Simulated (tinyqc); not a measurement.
Defect-molecule model of a vacancy with Jahn-Teller distortion: sweeps and comparisons. A value that a table varies takes the place of the one given here.

Four dangling hybrids a, b, c, d point into the vacancy: H_ii = E0, and -gm between any two. A tetragonal distortion Q pairs a with b and c with d: those two couplings become -gm - I Q and the other four -gm + I Q/2, at an elastic cost k Q^2/2. The a1 level holds two electrons; charge states 2+, + and 0 put n = 0, 1, 2 more into the lowest level of t2 origin. Energy from the 2+ state at Q = 0, with the Fermi level mu counted from Ev: W_n(Q) = n (et - 2 I Q) + k Q^2/2 + Uc n (n - 1)/2 - n mu. et = E0 + gm is the undistorted t2 level.

Constants: kB = 8.617333262e-05 eV/K.

Values chosen for the exercise (of the size used for the vacancy in silicon; the results hold for these values, not for the real material):

| symbol | value | unit | meaning |
|---|---|---|---|
| E0 | -0.01 | eV | level of a dangling hybrid, from Ev |
| gm | 0.33 | eV | coupling between two dangling hybrids |
| I | 1.24 | eV/angstrom | Jahn-Teller coupling |
| k | 15.9 | eV/angstrom^2 | force constant of the mode |
| Uc | 0.31 | eV | repulsion of two electrons in one orbital |
| T | 300 | K | temperature |
| mu1 | -0.03 | eV | first Fermi level |

## Occupation against the Fermi level

Weights g_n exp(-W_n/kT) with W_n = n et - n^2 E_JT + Uc n (n - 1)/2 - n mu, E_JT = 2 I^2/k, degeneracies 1, 6 (spin and three axes) and 3; mu = mu1 + 0.03 j eV.

Shares:

| mu (eV) | 2+ | + | 0 | mean charge |
|---|---|---|---|---|
| -0.03 | 0.9858 | 0.0138 | 0.0003 | 1.9855 |
| 0.00 | 0.9541 | 0.0428 | 0.0031 | 1.9510 |
| 0.03 | 0.8501 | 0.1216 | 0.0283 | 1.8218 |
| 0.06 | 0.5569 | 0.2543 | 0.1888 | 1.3681 |
| 0.09 | 0.1692 | 0.2465 | 0.5843 | 0.5849 |
| 0.12 | 0.0245 | 0.1139 | 0.8616 | 0.1629 |
| 0.15 | 0.0027 | 0.0397 | 0.9577 | 0.0450 |
| 0.18 | 0.0003 | 0.0128 | 0.9869 | 0.0134 |
| 0.21 | 0.0000 | 0.0041 | 0.9959 | 0.0041 |

How do the results move?

U_eff = Uc - 2 E_JT = -0.077 eV and kT = 25.9 meV. The + state reaches at most 25.4 % on these rows, at mu = 0.06 eV. The mean charge goes from 1.99 to 0.00. Rows with mu < 0 lie in the valence band and are formal.

## When U turns negative

The force constant is varied. E_JT = 2 I^2/k, E(2+/+) = et - E_JT, E(+/0) = et - 3 E_JT + Uc, U_eff = Uc - 2 E_JT.

Against k:

| k (eV/angstrom^2) | E_JT (eV) | (2+/+) (eV) | (+/0) (eV) | U_eff (eV) | Q of the neutral state (angstrom) |
|---|---|---|---|---|---|
| 8 | 0.3844 | -0.0644 | -0.5232 | -0.4588 | 0.6200 |
| 12 | 0.2563 | 0.0637 | -0.1388 | -0.2025 | 0.4133 |
| 16 | 0.1922 | 0.1278 | 0.0534 | -0.0744 | 0.3100 |
| 24 | 0.1281 | 0.1919 | 0.2456 | 0.0537 | 0.2067 |
| 32 | 0.0961 | 0.2239 | 0.3417 | 0.1178 | 0.1550 |
| 48 | 0.0641 | 0.2559 | 0.4378 | 0.1819 | 0.1033 |
| 64 | 0.0481 | 0.2720 | 0.4859 | 0.2139 | 0.0775 |
| 96 | 0.0320 | 0.2880 | 0.5339 | 0.2459 | 0.0517 |

k at which U_eff = 0 = 19.84 eV/angstrom^2

How do the results move?

Levels below 0 lie in the valence band. U_eff is negative for k below 4 I^2/Uc = 19.8: 3 of the 8 rows. The gain grows as n^2, so the second electron wins 3 E_JT where the first wins E_JT. For a stiff lattice the levels tend to et = 0.320 and et + Uc = 0.630 eV. Distortions above about 0.5 angstrom (1 of the rows) are beyond a linear coupling.

## What each parameter does

E_JT = 2 I^2/k, E(2+/+) = et - E_JT, E(+/0) = et - 3 E_JT + Uc, U_eff = E(+/0) - E(2+/+); a1 level E0 - 3 gm. Each row changes one parameter from the base and keeps the others.

Results:

| case | (2+/+) (eV) | (+/0) (eV) | U_eff (eV) | a1 (eV) |
|---|---|---|---|---|
| base | 0.1266 | 0.0498 | -0.0768 | -1.0000 |
| E0 = 0.04 eV | 0.1766 | 0.0998 | -0.0768 | -0.9500 |
| gm = 0.37 eV | 0.1666 | 0.0898 | -0.0768 | -1.1200 |
| I = 1.364 eV/angstrom | 0.0860 | -0.0721 | -0.1580 | -1.0000 |
| k = 17.49 eV/angstrom^2 | 0.1442 | 0.1025 | -0.0417 | -1.0000 |
| Uc = 0.37 eV | 0.1266 | 0.1098 | -0.0168 | -1.0000 |

What does this show?

The largest shifts from the base row, up to three for each result and ties (the steps differ in size, so this ranks the rows, not the parameters). (2+/+) (eV): E0 +0.0500, I -0.0406, gm +0.0400; unchanged at the printed digits by Uc. (+/0) (eV): I -0.1218, Uc +0.0600, k +0.0527. U_eff (eV): I -0.0812, Uc +0.0600, k +0.0352; unchanged at the printed digits by E0 and gm. a1 (eV): gm -0.1200, E0 +0.0500; unchanged at the printed digits by I, k and Uc. E0 and gm move both levels alike, so U_eff depends on I, k and Uc alone.

Computed by tinyqc, a small Python program: `OMP_NUM_THREADS=1 python tinyqc.py 1481730 1481731 out.jsonl` (the numbers bound the seed that draws the inputs); one thread of a shared host (Intel(R) Xeon(R) Processor @ 2.30GHz), about 0.01 s for the whole set of steps.
